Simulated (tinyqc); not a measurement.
Ellipsoidal valleys in the axes of a wafer and a channel, step by step. Values are carried at full precision from step to step, so a last printed digit may differ when a step is redone from the rounded ones.

Valleys with axes a along x, y and z, two valleys each; inverse mass tensor w = 1/mt + (1/ml - 1/mt) a a. Device axes: z = nz/|nz|, x = nx/|nx|, y = z cross x; in them a = (ax, ay, az). Confinement mass mz = 1/w_zz. In the plane w_ij is replaced by u_ij = w_ij - w_iz w_jz/w_zz (i, j = x, y); density-of-states mass md = 1/sqrt(det u); conductivity mass along x mc = 1/u_xx; ballistic transport mass mx = u_yy/det u, width mass my = 1/u_yy.

Constants: hbar^2/2m0 = 3.80998211 eV angstrom^2; kB = 8.617333262e-05 eV/K.

Inputs chosen for the exercise (near those of the Delta valleys of Si; not measured data):
- ml = 0.949 m0 (longitudinal mass)
- mt = 0.193 m0 (transverse mass)
- nz = (1, 1, 1) (surface normal (confinement))
- nx = (1, -1, 0) (channel direction)
- t = 5 nm (thickness of the film)
- T = 77 K (temperature)

## Device axes and valley axes

Give the rows x, y, z in cubic components and each valley axis in device components.

device axes:
```
    [100]    [010]    [001]
x  0.7071  -0.7071   0.0000
y  0.4082   0.4082  -0.8165
z  0.5774   0.5774   0.5774
```

valley axes:
```
        ax       ay      az
x   0.7071   0.4082  0.5774
y  -0.7071   0.4082  0.5774
z   0.0000  -0.8165  0.5774
```

## Tensors of the valley x

Form w and the reduced tensor u.

w (1/m0):
```
         x        y        z
x   3.1175  -1.1915  -1.6851
y  -1.1915   4.4934  -0.9729
z  -1.6851  -0.9729   3.8055
```

u (1/m0):
```
         x        y
x   2.3714  -1.6223
y  -1.6223   4.2447
```

The axis is tilted against the normal, so w_xz or w_yz is not zero and the reduction changes the masses in the plane.

## Masses of all valleys

Give mz, md, mc, mx and my.

Masses (m0):
```
valley      mz      md      mc      mx      my
x       0.2628  0.3668  0.4217  0.5710  0.2356
y       0.2628  0.3668  0.4217  0.5710  0.2356
z       0.2628  0.3668  0.1930  0.1930  0.6970
```

mz md^2 = ml mt^2 = 0.03535 for every valley, so a heavy confinement mass comes with a small density of states. On this face all axes make the same angle with the normal.

## Subbands and shares in a film

Hard walls: E_n = c (n pi/t)^2/mz, c = hbar^2/2m0, n = 1, 2, 3. Non-degenerate share of a valley proportional to md sum_n exp(-E_n/kT); mean 1/mc = sum of share/mc. 1 nm = 10 angstrom.

Give the ladders, the shares and the mean conductivity mass.

Subbands:
```
valley  E1 (meV)  E2 (meV)  E3 (meV)  share
x           57.2     229.0     515.2  0.333
y           57.2     229.0     515.2  0.333
z           57.2     229.0     515.2  0.333
```

mean mc = 0.3023 m0

The lowest ladder (x, y and z) holds 100 % of the electrons in these valleys: all valleys have the same mz and md on this face, though not always the same mc.

## Checks

- mz md^2 against ml mt^2: they agree to 1e-10 or better.
- mx my against md^2: they agree to 1e-10 or better.

Program tinyqc; command `OMP_NUM_THREADS=1 python tinyqc.py 1850520 1850521 out.jsonl`; about 0.01 s on one thread of a shared Intel(R) Xeon(R) Processor @ 2.30GHz.
